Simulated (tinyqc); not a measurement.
Grain-boundary trapping model (Seto) of a polycrystalline semiconductor film. Which input was changed? Computed by tinyqc, a small Python program. Command: `OMP_NUM_THREADS=1 python tinyqc.py 3026668 3026669 out.jsonl poly which`. One thread of a shared host (Intel(R) Xeon(R) Processor @ 2.30GHz), about 0.03 s of CPU time with the checks.

Grains of equal size L are joined by thin boundaries with one trap level. Trapped carriers deplete a width W on each side and raise a barrier, crossed by thermionic emission. Dopants are fully ionised, statistics are non-degenerate and mu_g does not depend on T.

Inputs (values chosen for the exercise, modelled on polycrystalline ZnO): permittivity eps = 8.3; effective mass m = 0.26 m_0; effective density of states at 300 K, N_c = 3.7e+18 1/cm^3; grain size L = 110 nm; trap density Q_t = 5.7e+12 1/cm^2; trap level E_t below the band edge = 0.5 eV; doping N = 2.9e+17 1/cm^3; mobility inside the grains mu_g = 120 cm^2/(V s); temperature T = 200 K.

Grain interior: resistance included.

Constants: k_B = 8.617333262e-05 eV/K; e = 1.602176634e-19 C; eps_0 = 8.8541878128e-12 F/m; m_0 = 9.1093837015e-31 kg; k_B = 1.380649e-23 J/K.

Method. N_c(T) = N_c (T/300 K)^(3/2). Filled traps Q = Q_t/(1 + (1/2) exp((E_t* - E_F)/k_B T)), where E_t* = e V_B - E_t and E_F are counted from the band edge at the grain centre. Partial depletion: Q = 2 N W, V_B = e N W^2/(2 eps eps_0), E_F = k_B T ln(N/N_c); solve for W. If that W would exceed L/2 the grain is fully depleted: W = L/2, Q = N L, and E_F follows from the trap equation. Centre density n_0 = N_c exp(E_F/k_B T). Boundary: sigma_b = L e^2 n_0 exp(-e V_B/k_B T)/sqrt(2 pi m k_B T); drift through the grain, depleted parts included: rho_g = [(1 - 2W/L) + (2W/L) int_0^1 exp(y^2 s^2) ds]/(e n_0 mu_g); rho = 1/sigma_b + rho_g. Mean carrier density n_av = n_0 [(1 - 2W/L) + (2W/L) (sqrt(pi)/2) erf(y)/y], y = sqrt(e V_B/k_B T); effective mobility 1/(e n_av rho).

Task: One of these inputs alone was changed, within the range given: trap level E_t below the band edge (0.25 to 1); temperature T (150 to 400); permittivity eps (4.15 to 16.6); mobility inside the grains mu_g (60 to 240). Which one, and to what value?

Results:
```
run     effective mobility (cm^2/(V s))  mean carrier density (1/cm^3)  resistivity rho (ohm cm)
before                     3.026608e-09                   1.178427e+17              1.749971e+10
after                      4.865737e-09                   9.110380e+16              1.408006e+10
```

Result:

Each candidate set to reproduce effective mobility, and what it then gives:
```
candidate                                     range searched  value needed  mean carrier density (1/cm^3)  resistivity rho (ohm cm)
trap level E_t below the band edge (eV)            0.25 to 1        0.4913                     1.1966e+17                1.0720e+10
temperature T (K)                                 150 to 400         203.3                     1.1826e+17                1.0847e+10
permittivity eps                                4.15 to 16.6         11.20                     9.1104e+16                1.4080e+10
mobility inside the grains mu_g (cm^2/(V s))       60 to 240  out of reach                              -                         -
```

Only permittivity eps fits every result: it went from 8.3 to 11.2. The next best candidate, temperature T, misses one result by 30 %.

Caution: E_F is within 2 k_B T of the band edge, so non-degenerate statistics fail, and tunnelling through so thin a barrier adds to the current.
